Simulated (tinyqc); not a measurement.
# Inputs raised by 5 %, one at a time

Model: effective-mass impurity with a central-cell term, in a basis of Slater functions. Computed by tinyqc, a small Python program. Command: `OMP_NUM_THREADS=1 python tinyqc.py 3013824 3013825 out.jsonl centralcell sens`. One thread of a shared host (Intel(R) Xeon(R) Processor @ 2.30GHz), about 0.01 s of CPU time with the checks.

The envelope obeys H = -nabla^2 - (2/r) [Z + A exp(-kappa r)] in effective units, with kappa = a*/lambda; positive A deepens the well near the core.

Inputs (values chosen for the exercise, with mass and screening modelled on GaN):

| quantity | value | unit |
|---|---|---|
| effective mass m | 0.197 | m_0 |
| dielectric constant eps | 9.19 | - |
| charge Z of the core | 1 | - |
| central-cell strength A | 7.8 | - |
| central-cell range lambda | 1.5 | angstrom |

Impurity: donor, one isotropic band.

Constants: Ry = 13.605693123 eV; a_0 = 0.529177210903 angstrom.

Method:
- Units: Ry* = Ry m/eps^2 and a* = a_0 eps/m, with m in m_0.
- kappa = a*/lambda; the hydrogenic ground state is bound by Z^2 Ry*.
- For s functions exp(-zeta r), with s = zeta_i + zeta_j: S = 2/s^3, T = zeta_i zeta_j S, V = -2 Z/s^2, W = -2 A/(s + kappa)^2; each function is normalised by dividing by sqrt(S_ii S_jj).
- Large basis: zeta_i = 0.06 x 1.6^(i-1), i = 1..22, same formulas; for p functions r exp(-zeta r): S = 24/s^5, T = zeta_i zeta_j S (centrifugal term included), V = -12 Z/s^4, W = -12 A/(s + kappa)^4; overlap eigenvalues below 1e-11 are dropped.
- Binding energies are -E Ry*; the effective quantum number is nu = Z/sqrt(-E); |psi(0)|^2 is given relative to the hydrogenic Z^3/(pi a*^3).

Runs:

| input moved | from | to | 1s binding energy (meV) | 2s binding energy (meV) | 2p binding energy (meV) | relative \|psi(0)\|^2 |
|---|---|---|---|---|---|---|
| base run | - | - | 50.736 | 9.823 | 7.9353 | 24.988 |
| effective mass m (m_0) | 0.197 | 0.20685 | 57.438 | 10.631 | 8.3324 | 30.982 |
| dielectric constant eps | 9.19 | 9.6495 | 43.152 | 8.675 | 7.1974 | 20.344 |
| central-cell strength A | 7.8 | 8.19 | 53.859 | 10.065 | 7.9354 | 31.327 |
| central-cell range lambda (angstrom) | 1.5 | 1.575 | 54.703 | 10.125 | 7.9356 | 30.982 |

Exponents ln(y'/y) / ln(x'/x):

| input | 1s binding energy | 2s binding energy | 2p binding energy | relative \|psi(0)\|^2 |
|---|---|---|---|---|
| effective mass m | 2.543 | 1.620 | 1.001 | 4.407 |
| dielectric constant eps | -3.318 | -2.548 | -2.001 | -4.215 |
| central-cell strength A | 1.224 | 0.498 | 0.000 | 4.634 |
| central-cell range lambda | 1.543 | 0.620 | 0.001 | 4.407 |

Which inputs matter most for each result?

Among the inputs moved here: 1s binding energy answers most in size to dielectric constant eps (exponent -3.318), next to effective mass m (+2.543). 2s binding energy answers most in size to dielectric constant eps (exponent -2.548), next to effective mass m (+1.620). 2p binding energy answers most in size to dielectric constant eps (exponent -2.001), next to effective mass m (+1.001); its exponent is below 0.0005 for central-cell strength A. Its exponent +1.001 in effective mass m: a hydrogenic level scales as m/eps^2. Its exponent -2.001 in dielectric constant eps: a hydrogenic level scales as m/eps^2. Relative |psi(0)|^2 answers most in size to central-cell strength A (exponent +4.634), next to effective mass m (+4.407).

Caution (all rows): the density at the core is many times hydrogenic, so the result hangs on the model potential inside one cell, where the envelope picture is weak.
